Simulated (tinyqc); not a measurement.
# Diffused layer (Gaussian), carriers, mobility and sheet resistance with incomplete ionisation: two studies

An n-type layer from the surface x = 0 to the junction xj, N(x) = N0 exp(-(x/Ld)^2). Local neutrality (no depletion at surface or junction, no spilling of carriers), intrinsic carriers neglected, Boltzmann statistics.

Inputs (values chosen for the exercise); values close to those of phosphorus in silicon over a p-type background: temperature T = 350 K; background doping of the opposite type Nb = 2.1e15 cm^-3; peak chemical concentration N0 = 1.1e18 cm^-3; mobility limit at high doping m1 = 65.8 cm^2/(V s); mobility limit at low doping, at 300 K m2 = 1460 cm^2/(V s); reference doping of the mobility law Nr = 9.13e16 cm^-3; exponent of the mobility law am = 0.71; temperature exponent of m2 bt = 2.2; solubility limit of active dopant Ns = 4.08e20 cm^-3; conduction-band density of states at T NB = 3.44e19 cm^-3; ionisation energy in the dilute limit Ei = 0.0449 eV; degeneracy factor of the level gd = 2; lowering of Ei per N^(1/3) ks = 0 eV cm; diffusion length 2 sqrt(D t) Ld = 33 nm.

Constants: q = 1.602176634e-19 C, kB = 1.380649e-23 J/K, Vt = kB T/q. Results are converted to the units shown.

Each table varies one quantity; the others keep the values above.

## Effect of the peak chemical concentration

xj = Ld sqrt(ln(N0/Nb)). Active dopant A = min(N, Ns); n solves n (n + Nb)/(A - Nb - n) = K, K = (NB/gd) exp(-E/Vt), E = max(Ei - ks A^(1/3), 0), so n = 2 K (A - Nb)/[Nb + K + sqrt((Nb + K)^2 + 4 K (A - Nb))]; mobility mu = m1 + (m2 (T/300 K)^(-bt) - m1)/(1 + ((A + Nb)/Nr)^am). Dose = integral of N, carrier sheet density = integral of n, 1/Rs = q integral of n mu, mean mobility 1/(q Rs sheet density), Hall mobility (unit Hall factor) = integral of n mu^2 over integral of n mu, Hall sheet density = (integral of n mu)^2/integral of n mu^2; all from 0 to xj. Integrals on 4000 steps.

Effect of the peak chemical concentration:
```
N0 (cm^-3)	xj (nm)	dose (cm^-2)	carriers (cm^-2)	Rs (ohm/square)	mean mobility (cm^2/(V s))	Rs xj (ohm nm)	Hall/true sheet density
2.1e16	50.08	5.946e10	4.874e10	1.583e5	808.7	7.929e6	0.9978
3.9e16	56.41	1.123e11	9.969e10	8.487e4	737.7	4.787e6	0.9944
7.3e16	62.16	2.118e11	1.961e11	4.890e4	650.7	3.040e6	0.9873
1.3e17	67.03	3.786e11	3.562e11	3.118e4	562.0	2.090e6	0.9761
2.5e17	72.15	7.297e11	6.847e11	1.981e4	460.1	1.429e6	0.9564
4.7e17	76.76	1.373e12	1.259e12	1.344e4	369.0	1.032e6	0.9307
8.7e17	81.01	2.543e12	2.225e12	9573	293.1	7.755e5	0.9015
1.6e18	85.01	4.678e12	3.802e12	7057	232.7	5.999e5	0.8722
3e18	88.94	8.772e12	6.393e12	5274	185.1	4.691e5	0.8463
```

What does the comparison show?

As N0 goes from 2.1e16 to 3e18, xj rises from 50.1 to 88.9 nm, Rs falls from 1.58e5 to 5270 ohm/square, the mean mobility falls from 809 to 185 cm^2/(V s) and the share of the dose that conducts goes from 82.0 through a maximum of 94.1 (at N0 = 1.3e17 among the rows listed) to 72.9 %. Rs goes as dose^(-0.98) at the low end and dose^(-0.46) at the high end; constant mobility and activation would give -1.

## Effect of the background doping of the opposite type

Same model as above.

xj = Ld sqrt(ln(N0/Nb)). Integrals on 4000 steps.

Effect of the background doping of the opposite type:
```
Nb (cm^-3)	xj (nm)	dose (cm^-2)	carriers (cm^-2)	Rs (ohm/square)	mean mobility (cm^2/(V s))	Rs xj (ohm nm)	Hall/true sheet density
1e14	100.7	3.217e12	2.761e12	8366	270.2	8.422e5	0.8800
2.8e14	94.93	3.217e12	2.759e12	8378	270.0	7.954e5	0.8812
7.9e14	88.79	3.217e12	2.755e12	8411	269.4	7.468e5	0.8842
2.2e15	82.27	3.216e12	2.743e12	8491	267.9	6.985e5	0.8904
6.2e15	75.10	3.213e12	2.714e12	8688	264.7	6.524e5	0.9028
1.7e16	67.39	3.205e12	2.644e12	9146	258.1	6.163e5	0.9233
4.9e16	58.21	3.176e12	2.462e12	1.034e4	245.2	6.017e5	0.9525
1.4e17	47.38	3.081e12	2.038e12	1.368e4	223.9	6.483e5	0.9806
```

What does the table show?

As Nb goes from 1e14 to 1.4e17, xj falls from 101 to 47.4 nm, Rs rises from 8370 to 13700 ohm/square, the mean mobility falls from 270 to 224 cm^2/(V s) and the share of the dose that conducts falls from 85.8 to 66.1 %.

Numbers from tinyqc (`OMP_NUM_THREADS=1 python tinyqc.py 2110172 2110173 out.jsonl`; about 0.02 s on one thread of a shared Intel Xeon 2.30GHz).
